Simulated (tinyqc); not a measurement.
Formation energy of a charged point defect from supercell energies: one step, computed by the program tinyqc.

The host is a compound AB. Making the defect adds n_A = -1, n_B = 0 atoms to the cell. All total energies are inputs. E_F is counted from the valence-band maximum (VBM); x = 0 is A-rich and x = 1 B-rich growth.

Task: Concentrations at the given E_F and T. E_f(q, E_F) = E_f(q, 0) + q E_F. c_q = N_s exp(-E_f(q, E_F)/k_B T), with all degeneracy factors one and no vibrational entropy.

Inputs (values chosen for the exercise, for a model compound AB):
```
quantity                   value      unit
gap E_g                     3.04        eV
dielectric constant eps     9.82         -
cell length L               20.5  angstrom
Fermi level E_F             2.41        eV
temperature T               1200         K
site density N_s         2.1e+22     cm^-3
```

Defect: vacancy of A. Supercell lattice: sc.

charge states q: 0  -1  -2  -3

E_f(q, 0) (eV): (q=0) 1.598400, (q=-1) 3.469876, (q=-2) 5.596302, (q=-3) 7.758680

Constants: k_B = 8.617333262e-05 eV/K.

Give: Charge states; lowest formation energy; total concentration; mean charge.

Result:

Charge states:
```
q   E_f (eV)  c_q (cm^-3)      share
0      1.598    4.067e+15  2.932e-05
-1     1.060    7.429e+17  5.356e-03
-2     0.776    1.153e+19  8.313e-02
-3     0.529    1.264e+20  9.115e-01
```

lowest formation energy = 0.5287 eV

total concentration = 1.387e+20 cm^-3

mean charge = -2.906 e

State -3 holds 91.1 % of the defects. Caution: the largest image-charge correction in these energies, q^2 alpha e^2/(8 pi eps_0 eps L) with alpha = 2.837297, exceeds a quarter of the gap; the point-charge term alone is then a rough estimate, usually too large for a charge that is spread out.
